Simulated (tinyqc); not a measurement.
MOS structure on a p-type body, non-linear Poisson equation by Newton steps: two steps of the calculation.

One dimension, insulator interface at x = 0, acceptor density Na, uniform, net doping C = -(acceptor density). psi is counted from the intrinsic level: n = ni exp((psi - Vb)/Vt), p = ni exp(-psi/Vt); deep in the body psi_b = -Vt ln(Na/ni). The gate acts through Cox = eps0 eox/tox and has the potential psi_G = Vg - (phiM - chi - Vt ln(Nc/ni)). Boltzmann statistics, full ionisation, classical densities, no oxide or interface charge.

Values chosen for this exercise; band and dielectric values those of a made-up semiconductor:
- T = 300 K (temperature)
- Eg = 1.22 eV (band gap)
- Nc = 2.9e19 cm^-3 (conduction-band density of states at T)
- Nv = 2.81e19 cm^-3 (valence-band density of states at T)
- chi = 5.02 eV (electron affinity)
- eox = 3.9 (relative permittivity of the gate insulator (close to silicon dioxide))
- tox = 9.8 nm (insulator thickness)
- phiM = 5.47 eV (gate work function)
- Vb = 0 V (electron quasi-Fermi potential against the body)
- Vg = 1.77 V (gate voltage against the body)

Constants: q = 1.602176634e-19 C, kB = 1.380649e-23 J/K, Vt = kB T/q, eps0 = 8.8541878128e-14 F/cm where lengths are in cm. Results are converted to the units shown.

Question 1. Densities, residual and Jacobian diagonal. n_i = ni exp((psi_i - Vb)/Vt), p_i = ni exp(-psi_i/Vt), rho_i = p_i - n_i + C_i, g_i = (n_i + p_i)/Vt. Box widths w_i = (h_(i-1) + h_i)/2 in cm. Residual F_i = a_i (psi_(i+1) - psi_i) - a_(i-1) (psi_i - psi_(i-1)) + q rho_i w_i; Jacobian: a_(i-1) and a_i beside the diagonal, b_i = -a_(i-1) - a_i - q g_i w_i on it. Node 0 is free: w_0 = h_0/2, F_0 = a_0 (psi_1 - psi_0) + Cox (psi_G - psi_0) + q rho_0 w_0, b_0 = -a_0 - Cox - q g_0 w_0, with Cox = eps0 eox/tox, psi_G = Vg - (phiM - chi - Vt ln(Nc/ni)). The last node is fixed.

```
node  x (nm)  psi at the start (V)  net doping C (cm^-3)
0          0           -0.50213219               -4.4e17
1        0.4           -0.50213219               -4.4e17
2      0.951           -0.50213219               -4.4e17
3       1.71           -0.50213219               -4.4e17
4       2.76           -0.50213219               -4.4e17
5        4.2           -0.50213219               -4.4e17
6       6.18           -0.50213219               -4.4e17
7       8.91           -0.50213219               -4.4e17
8       12.7           -0.50213219               -4.4e17
9       17.9           -0.50213219               -4.4e17
10        25           -0.50213219               -4.4e17
11      34.9           -0.50213219               -4.4e17
12      48.4           -0.50213219               -4.4e17
13      67.1           -0.50213219               -4.4e17
14      92.8           -0.50213219               -4.4e17
15       128           -0.50213219               -4.4e17
```

coupling a_i, interval 0 to 14 (F/cm^2): [2.5013081e-5, 1.8158316e-5, 1.3182124e-5, 9.5287926e-6, 6.9480779e-6, 5.0531476e-6, 3.6649202e-6, 2.6399030e-6, 1.9240831e-6, 1.4091876e-6, 1.0106295e-6, 7.4112831e-7, 5.3503916e-7, 3.8930865e-7, 2.8423955e-7]
ni = 1.6143704e9 cm^-3

Wanted: n; p; residual F; diagonal b.

Answer 1.

```
node  n (cm^-3)  p (cm^-3)
0        5.9232  4.4000e17
1        5.9232  4.4000e17
2        5.9232  4.4000e17
3        5.9232  4.4000e17
4        5.9232  4.4000e17
5        5.9232  4.4000e17
6        5.9232  4.4000e17
7        5.9232  4.4000e17
8        5.9232  4.4000e17
9        5.9232  4.4000e17
10       5.9232  4.4000e17
11       5.9232  4.4000e17
12       5.9232  4.4000e17
13       5.9232  4.4000e17
14       5.9232  4.4000e17
15       5.9232  4.4000e17
```

```
node  residual F (1e-7 C/cm^2)  diagonal b (F/cm^2)
0                       8.5713           -2.5420e-5
1                       0.0000           -4.3301e-5
2                       0.0000           -3.1519e-5
3                       0.0000           -2.2958e-5
4                       0.0000           -1.6816e-5
5                       0.0000           -1.2468e-5
6                       0.0000           -9.3603e-6
7                       0.0000           -7.1938e-6
8                       0.0000           -5.7897e-6
9                       0.0000           -5.0103e-6
10                      0.0000           -4.7377e-6
11                      0.0000           -4.9422e-6
12                      0.0000           -5.6665e-6
13                      0.0000           -6.9781e-6
14                      0.0000           -8.9770e-6
```

Question 2. Converged densities and sheet charges. n and p as above; box widths w_i (half boxes at both ends); band bending psi_0 - psi_b; N_inv = sum w n; N_dep = -sum w (p + C); centroid sum w n x/N_inv; gate charge Cox (psi_G - psi_0)/q.

```
node  x (nm)  converged psi (V)  net doping C (cm^-3)
0          0         0.57875439               -4.4e17
1        0.4         0.56086195               -4.4e17
2      0.951         0.53818972               -4.4e17
3       1.71         0.50872216               -4.4e17
4       2.76         0.46948940               -4.4e17
5        4.2         0.41730499               -4.4e17
6       6.18         0.34802669               -4.4e17
7       8.91         0.25704819               -4.4e17
8       12.7         0.13945085               -4.4e17
9       17.9        -0.00542735               -4.4e17
10        25        -0.17247594               -4.4e17
11      34.9        -0.34611184               -4.4e17
12      48.4        -0.47186456               -4.4e17
13      67.1        -0.49971014               -4.4e17
14      92.8        -0.50202695               -4.4e17
15       128        -0.50213219               -4.4e17
```

ni = 1.6143704e9 cm^-3

Find: n; p; band bending; N_inv; N_dep; centroid of the electrons; gate charge over q.

Answer 2.

```
node  n (cm^-3)  p (cm^-3)
0      8.524e18     0.3057
1      4.266e18     0.6109
2      1.775e18      1.468
3      5.678e17      4.590
4      1.245e17      20.94
5      1.654e16      157.6
6      1.134e15       2298
7      3.359e13    7.759e4
8      3.554e11    7.334e6
9       1.309e9    1.991e9
10      2.044e6   1.275e12
11         2475   1.053e15
12        19.10   1.365e17
13        6.505   4.006e17
14        5.947   4.382e17
15        5.923   4.400e17
```

band bending = 1.081 V
N_inv = 5.596e11 cm^-2
N_dep = 2.413e12 cm^-2
centroid of the electrons = 0.6003 nm
gate charge over q = 2.973e12 cm^-2

N_inv + N_dep is within 0.01 % of the gate charge.

Range of the model: On a fine mesh the surface electron density exceeds 0.3 Nc, so degeneracy and confinement would lower the charge and push it away from the interface.

Numbers from tinyqc (`OMP_NUM_THREADS=1 python tinyqc.py 2080031 2080032 out.jsonl`; about 0.5 s on one thread of a shared Intel Xeon 2.30GHz).
